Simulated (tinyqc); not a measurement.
Surface segregation during layer-by-layer epitaxy: two-layer exchange kinetics and the shape of quantum wells and delta layers: one step, computed by the program tinyqc. Command: `OMP_NUM_THREADS=1 python tinyqc.py 3025245 3025246 out.jsonl mbeseg walk`. One thread of a shared host (Intel(R) Xeon(R) Processor @ 2.30GHz), about 0.01 s of CPU time with the checks.

Atoms A and B exchange only between the growing layer and the one below it. B is supplied for N layers, then pure A follows.

Question. Exchange rates. p1 = nu exp(-E1/(k_B T)) (B up, A down), p2 = nu exp(-(E1 + E_s)/(k_B T)) (B down); time per layer tau = 1/G; K = p1/p2. Temperatures in kelvin are T(C) + 273.15. Dilute equilibrium share passed up per layer R_eq = K/(1 + K).

Inputs (values chosen for the exercise, close to those used for gallium in AlAs):

| quantity | value | unit |
|---|---|---|
| barrier E1 for B to move up | 2.04 | eV |
| segregation energy E_s | 0.092 | eV |
| attempt frequency nu | 10 | THz |
| growth rate G | 0.24 | layers/s |
| temperature T | 580 | C |

Constants: k_B = 8.617333262e-05 eV/K.

Give: p1; p2; p1 tau; K; R_eq.

Answer.

p1 = 8.896 1/s

p2 = 2.545 1/s

p1 tau = 37.07

K = 3.495

R_eq = 0.7775

Exchange is fast against growth: the two layers are near equilibrium.
